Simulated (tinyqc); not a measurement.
# Cell-based percolation model of oxide breakdown, step by step

Program tinyqc, `OMP_NUM_THREADS=1 python tinyqc.py 2070071 2070072 out.jsonl`; Intel Xeon 2.30GHz, shared host, one thread, about 0.01 s. Printed values are rounded.

The oxide, of thickness n a, is cut into cubic cells. A cell is defective with the chance l = 1 - exp(-a^3 N), N = N1 (t/1 s)^al. A column of n defective cells breaks the oxide down, and the area holds M = A/a^2 independent columns: 1 - F = (1 - l^n)^M.

Parameters, values chosen for the exercise:
- a = 1.5 nm (edge of a cell)
- n = 6 (cells across the oxide)
- A = 21 um^2 (area)
- al = 0.53 (exponent of defect growth)
- N1 = 1.1e18 cm^-3 (defect density after 1 s)

## Critical defect density

At F = 1 - 1/e: l_c = (1 - exp(-1/M))^(1/n), N_bd = -ln(1 - l_c)/a^3, t63 = (N_bd/N1)^(1/al). W = ln(-ln(1 - F)); for small l, W = ln M + n ln(a^3 N), so the Weibull slope is n al.

thickness = 9 nm
M = 9.333333e6
l_c = 0.06891713
N_bd = 2.115763e19 cm^-3
N_bd times thickness = 1.904187e13 cm^-2
t63 = 264.7169 s
n al = 3.18

## The distribution

t, point 0 to 6 (s): [15, 30, 62, 130, 210, 260, 350]

N, l, F and W = ln(-ln(1 - F)) at each time; the slope is taken between the end points.

```
point    N (cm^-3)           l            F          W
0      4.620841e18  0.01547436  1.281402e-4  -8.962321
1      6.672168e18  0.02226692  0.001136973  -6.778817
2      9.803029e18  0.03254389   0.01102677  -4.501891
3      1.451385e19  0.04780387    0.1054031  -2.194789
4      1.871410e19  0.06120682    0.3878160  -0.711877
5      2.095697e19  0.06828638    0.6118359  -0.055167
6      2.453289e19  0.07946339    0.9046162   0.854350
```

slope = 3.116519

The slope is 2.0 % below n al, since l grows a little more slowly than N.
